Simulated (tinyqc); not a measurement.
Changing the roughness of the interface sigma_2: X-ray reflectivity of a thin film on silicon: critical angles, Parratt recursion, fringes and roughness. Computed by tinyqc, a small Python program. Command: `OMP_NUM_THREADS=1 python tinyqc.py 3120244 3120245 out.jsonl xrr sweep`. One thread of a shared host (Intel(R) Xeon(R) Processor @ 2.30GHz), about 0.01 s of CPU time with the checks.

n = 1 - delta + i beta; the classical electron radius is r_e = 2.8179403e-6 nm. Layer 0 is vacuum, 1 the film, 2 the substrate.

Inputs (values chosen for the exercise, modelled on TiN on silicon, copper K-alpha radiation):
```
quantity                                        value     unit
wavelength lambda                             0.15406       nm
film density rho                                 5.48   g/cm^3
effective electrons per unit mass, film         0.469    mol/g
beta/delta, film                                0.074        -
film thickness d                                 3.81       nm
roughness of the surface sigma_1                  1.1       nm
substrate density                                2.33   g/cm^3
effective electrons per unit mass, substrate    0.507    mol/g
beta/delta, substrate                           0.023        -
grazing angle theta                              2.41  degrees
```

Constants: N_A = 6.02214076e+23 1/mol.

Method:
- delta = r_e lambda^2 rho_e/(2 pi), rho_e = density x electrons per mass x N_A; critical angle sqrt(2 delta), q_c = 4 sqrt(pi r_e rho_e).
- k_j = (2 pi/lambda) sqrt(sin^2 theta - 2 delta_j + 2 i beta_j); r_ij = (k_i - k_j)/(k_i + k_j) x exp(-2 k_i k_j sigma^2) (Nevot-Croce); r = (r_01 + r_12 p)/(1 + r_01 r_12 p), p = exp(2 i k_1 d); R = |r|^2.
- Far above the critical angle the period is d theta = lambda/(2 d), or 2 pi/d in q; the envelope runs between (|r_01| - |r_12 p|)^2 and (|r_01| + |r_12 p|)^2; contrast = 2 a b/(a^2 + b^2) with a = |r_01|, b = |r_12 p|; roughness factors on the amplitudes are about exp(-q^2 sigma^2/2).

One run for each value:
```
roughness of the interface sigma_2 (nm)    contrast  roughness factor, interface  reflectivity R
0.0                                      3.2097e-03                   1.0000e+00      6.4648e-06
0.2                                      4.0482e-03                   7.9034e-01      4.0609e-06
0.4                                      8.1216e-03                   3.9018e-01      1.0050e-06
0.6                                      2.5915e-02                   1.2032e-01      9.7030e-08
0.8                                      1.3101e-01                   2.3176e-02      3.3966e-09
1.0                                      8.2863e-01                   2.7885e-03      1.6532e-11
1.2                                      2.8693e-01                   2.0958e-04      1.2436e-11
1.4                                      1.4344e-02                   9.8387e-06      1.6476e-11
1.6                                      4.4134e-04                   2.8851e-07      1.6694e-11
```

Describe the trends.

Over the rows, contrast goes from 0.00321 through a maximum among these rows, 0.829 at 1.00, to 4.41e-4; roughness factor, interface falls from 1.00 to 2.89e-7; reflectivity R goes from 6.46e-6 through a minimum among these rows, 1.24e-11 at 1.20, to 1.67e-11.

Extremes, crossings and ranges named in words are read from the listed rows.
